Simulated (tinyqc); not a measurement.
# Surface segregation during layer-by-layer epitaxy: two-layer exchange kinetics and the shape of quantum wells and delta layers, step by step

A worked calculation. Computed by tinyqc, a small Python program that keeps every step. Command: `OMP_NUM_THREADS=1 python tinyqc.py 3031172 3031173 out.jsonl mbeseg walk`. One thread of a shared host (Intel(R) Xeon(R) Processor @ 2.30GHz), about 0.01 s of CPU time with the checks. Intermediate numbers are printed to about 6 digits and carried at full precision; extremes and crossings named in words are read from the listed rows.

Atoms A and B exchange only between the growing layer and the one below it. B is supplied for N layers, then pure A follows.

Inputs (values chosen for the exercise, close to those used for phosphorus in silicon):
```
quantity                                   value      unit
barrier E1 for B to move up                 1.69        eV
segregation energy E_s                      0.49        eV
attempt frequency nu                           1       THz
growth rate G                               0.87  layers/s
share x0 of B in the flux during the well  0.052         -
layers in the well N                           2         -
layer thickness                             1.36  angstrom
temperature T                                360         C
```

Constants: k_B = 8.617333262e-05 eV/K.

## Exchange rates

p1 = nu exp(-E1/(k_B T)) (B up, A down), p2 = nu exp(-(E1 + E_s)/(k_B T)) (B down); time per layer tau = 1/G; K = p1/p2. Temperatures in kelvin are T(C) + 273.15. Dilute equilibrium share passed up per layer R_eq = K/(1 + K).

p1 = 0.0353066 1/s

p2 = 4.44150e-06 1/s

p1 tau = 0.0405823

K = 7949.24

R_eq = 0.999874

Exchange is slow against growth: segregation is kinetically frozen.

## The second layer

Each layer is deposited complete with B share x_dep and then exchanges for the time tau = 1/G with the layer below, whose share is b (total c = s + b fixed): ds/dt = p1 b (1 - s) - p2 s (1 - b), s(0) = x_dep. With the roots s1 < s2 of the right side, (s - s1)/(s - s2) = [(s(0) - s1)/(s(0) - s2)] exp(-(p1 - p2)(s2 - s1) tau). The lower layer is then buried with c - s, and s becomes the b of the next layer. Layer 1 is deposited on pure A with share x0; with nothing to lift from below, take b = 0 and s(0) = x0 for it. Then layer 2 has x_dep = x0.

share in layer 1 after its exchange = 0.0519997

root s1 for layer 2 = 0.103985

root s2 for layer 2 = 1.00027

share in layer 2 after its exchange = 0.0539603

share buried in layer 1 = 0.0500395

## Buried profile

In the dilute tail each layer passes up the share R = R_eq (1 - exp(-(p1 + p2) tau)); decay length = -layer thickness/ln R. Index 0 is the last layer of pure A below the well. Share of B outside the intended layers 1..N = 1 - (sum over 1..N)/(N x0).

Share of B:
```
layer  intended     buried
0         0.000  0.0000003
1         0.052  0.0500395
2         0.052  0.0518166
3         0.000  0.0020585
4         0.000  0.0000819
5         0.000  0.0000033
6         0.000  0.0000001
7         0.000  0.0000000
8         0.000  0.0000000
12        0.000  0.0000000
17        0.000  0.0000000
27        0.000  0.0000000
```

share passed up R = 0.0397698

decay length = 0.421751 angstrom

peak share (largest buried share) = 0.0518166

share of B outside the well = 0.0206152

The profile is close to the intended one. Caution: a decay length below one layer thickness is only formal. Caution: two-layer exchange with complete layers is a simplification that can understate segregation at low temperature; desorption, step-edge exchange and surfactants are left out.

## Kinetic against equilibrium segregation over temperature

R_eq = K/(1 + K).

Segregation:
```
T (C)       p1 tau      R_eq            R  decay length (angstrom)   peak share
240    2.90105e-05  0.999985  2.90101e-05              1.30170e-01  5.19999e-02
280    4.60048e-04  0.999966  4.59943e-04              1.76982e-01  5.19987e-02
320    5.02539e-03  0.999931  5.01279e-03              2.56809e-01  5.19852e-02
360    4.05823e-02  0.999874  3.97698e-02              4.21751e-01  5.18166e-02
400    2.55677e-01  0.999786  2.25602e-01              9.13375e-01  4.89793e-02
440    1.31032e+00  0.999656  7.30135e-01              4.32398e+00  2.51232e-02
480    5.64518e+00  0.999474  9.95952e-01              3.35282e+02  6.47681e-04
520    2.09895e+01  0.999231  9.99231e-01              1.76697e+03  8.92384e-05
```

The decay length grows in every row: exchange is still limited by its rate. p1 tau passes 1 between 400 and 440 C, below which sharp interfaces can be grown. Caution: decay lengths below one layer thickness are only formal.

Checks made by the program: closed form against integration of the exchange equation (relative difference below 1e-10); conservation of B (relative difference below 1e-10).
